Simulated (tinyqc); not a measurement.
Impurity band of shallow donors (Hubbard estimate): sweeps and comparisons. A value that a table varies takes the place of the one given here.

Constants: e^2/(4 pi eps0) = 14.39964547 eV angstrom.

Values chosen for the exercise (near those of two donors in GaN; not measured data): a = 26.7 angstrom (orbital radius); eps = 9.8 (dielectric constant); Ns = (0.0091, 0.023, 0.054, 0.14, 0.32, 0.68, 1.4) x 1e18/cm^3 (donor densities); R = 184 angstrom (separation).

## From lone donors to an impurity band

Donors on a simple cubic lattice of spacing R = N^(-1/3) (1/angstrom^3 = 1e24/cm^3), Ha* = q/(eps a), q = e^2/(4 pi eps0), x = R/a. Hopping t = Ha* (1 + x) exp(-x), band width B = 12 t, on-site repulsion U = (5/8) Ha*; the gap closes near B/U = 1.15. Valley factors and disorder are left out.

Results:

| N (1e18/cm^3) | R (angstrom) | N^(1/3) a | t (meV) | B (meV) | B/U |
|---|---|---|---|---|---|
| 0.0091 | 479.0 | 0.056 | 1.69e-05 | 0.000202 | 5.88e-06 |
| 0.023 | 351.6 | 0.076 | 0.00149 | 0.0178 | 0.000519 |
| 0.054 | 264.6 | 0.101 | 0.0299 | 0.358 | 0.0104 |
| 0.14 | 192.6 | 0.139 | 0.333 | 4.00 | 0.116 |
| 0.32 | 146.2 | 0.183 | 1.49 | 17.9 | 0.521 |
| 0.68 | 113.7 | 0.235 | 4.09 | 49.1 | 1.43 |
| 1.4 | 89.4 | 0.299 | 8.41 | 101 | 2.93 |

B/U passes 1.15 between 0.32 and 0.68 x 1e18/cm^3; the root is x = 4.52, N^(1/3) a = 0.221, N = 0.57 x 1e18/cm^3, below the 0.92 that the empirical rule N^(1/3) a = 0.26 gives; the estimate is rough, since random positions, the overlap of the orbitals and screening are left out. While N grows by 154 times, t grows by 4.99e+05 times.

## What each parameter does (pair of shallow donors (hydrogen-like orbitals))

Each donor has the orbital exp(-r/a); energy unit Ha* = q/(eps a), q = e^2/(4 pi eps0), so that a lone donor is bound by Ha*/2; x = R/a. One electron: S = (1 + x + x^2/3) exp(-x), j = 1/x - (1 + 1/x) exp(-2x), k = (1 + x) exp(-x); levels E(+/-) = -1/2 - (j +/- k)/(1 +/- S) in Ha*, without the repulsion of the ions, split by D = |E(-) - E(+)|.

Two electrons, Heitler-London: with S' = (1 - x + x^2/3) exp(x), C = 1/x - exp(-2x)(1/x + 11/8 + 3x/4 + x^2/6), X = (1/5){exp(-2x)(25/8 - 23x/4 - 3x^2 - x^3/3) + (6/x)[S^2 (0.5772157 + ln x) + S'^2 Ei(-4x) - 2 S S' Ei(-2x)]}, Q = C - 2j + 1/x and A = X - 2 S k + S^2/x, the singlet and triplet lie at (Q +/- w A)/(1 +/- w S^2) from two lone donors, with the valley weight w = 1 (one valley); the exchange is J = triplet - singlet.

x, D = |E(-) - E(+)| and J. Each row changes one parameter from the base and keeps the others.

Results:

| case | x | D (meV) | J (micro-eV) |
|---|---|---|---|
| base | 6.891 | 0.4981 | 11.3 |
| a = 24 angstrom | 7.667 | 0.2856 | 3.39 |
| eps = 10.8 | 6.891 | 0.4519 | 10.3 |
| R = 212 angstrom | 7.940 | 0.2026 | 1.90 |

The largest shifts from the base row, up to three for each result and ties (the steps differ in size, so this ranks the rows, not the parameters). x: R +1.049, a +0.775; unchanged at the printed digits by eps. D (meV): R -0.295, a -0.212, eps -0.0461. J (micro-eV): R -9.43, a -7.95, eps -1.05.

Program tinyqc; command `OMP_NUM_THREADS=1 python tinyqc.py 1252647 1252648 out.jsonl`; about 0.01 s on one thread of a shared Intel(R) Xeon(R) Processor @ 2.30GHz.
